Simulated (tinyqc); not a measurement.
Surface potential of a MOS transistor: implicit equation and explicit approximations: two steps of the calculation.

p-type body, charge-sheet picture, depletion and inversion only, full ionisation (an idealisation for deep acceptors), Boltzmann statistics (rough once Na exp(x - xn) passes about Nc/7). In units of Vt: xg = (Vg - Vfb)/Vt, x = psi/Vt, G = gamma/sqrt(Vt), xn = (2 phiF + Vc)/Vt. The implicit equation is (xg - x)^2 = G^2 [x - 1 + exp(x - xn)] for x above about 3. Cox = eps0 eox/tox.

Values chosen for this exercise; band and dielectric values close to those of silicon: temperature T = 300 K; band gap Eg = 1.12 eV; relative permittivity eps_r = 11.6; conduction-band density of states at T Nc = 2.85e19 cm^-3; valence-band density of states at T Nv = 2.61e19 cm^-3; relative permittivity of the gate insulator (close to aluminium oxide) eox = 9.04; insulator thickness tox = 53 nm; acceptor density Na = 3.8e16 cm^-3; flat-band voltage Vfb = -0.98 V; channel-body voltage Vc = 0.5 V; gate-body voltage Vg = 1.03 V.

Constants: q = 1.602176634e-19 C, kB = 1.380649e-23 J/K, Vt = kB T/q, eps0 = 8.8541878128e-14 F/cm where lengths are in cm. Results are converted to the units shown.

Task 1. Scales. ni = sqrt(Nc Nv) exp(-Eg/(2 Vt)), Eg in volts; phiF = Vt ln(Na/ni); gamma = sqrt(2 q eps0 eps_r Na)/Cox; VT = Vfb + Vt (xn + G sqrt(xn - 1)).

Find: phiF; gamma; G; xn; VT; xg.

Result 1.

phiF = 0.38999 V
gamma = 0.74050 V^0.5
G = 4.6055
xn = 49.512
VT = 1.1293 V
xg = 77.750

Task 2. Explicit approximation. Depletion value a = 1 + [sqrt(G^2/4 + xg - 1) - G/2]^2; inversion value b = xn + ln[(xg - xn)^2/G^2 - xn + 1] and first guess y = min(a, b) - ln(1 + exp(-|a - b|)) if a > xn + 1, else b = y = a; one second-order correction with D = exp(y - xn), p = 2 (xg - y) + G^2 (1 + D), w = (xg - y)^2 - G^2 (y - 1 + D): z = y + 2 w/(p + sqrt(p^2 - 2 (2 - G^2 D) w)), or the Newton step z = y + w/p where the root is not real.

G = 4.6055022
xn = 49.512220
xg = 77.750271

Wanted: a; b; y; p; w; z.

Result 2.

a = 46.64
b = 46.64
y = 46.64
p = 84.63
w = -1.197
z = 46.62

The root of the implicit equation is x = 46.6234; y misses it by 0.014 and z by -6.6e-9, in units of Vt.

Computed by the program tinyqc: `OMP_NUM_THREADS=1 python tinyqc.py 2122032 2122033 out.jsonl`, one thread of a shared Intel Xeon 2.30GHz, about 0.01 s for the whole run.
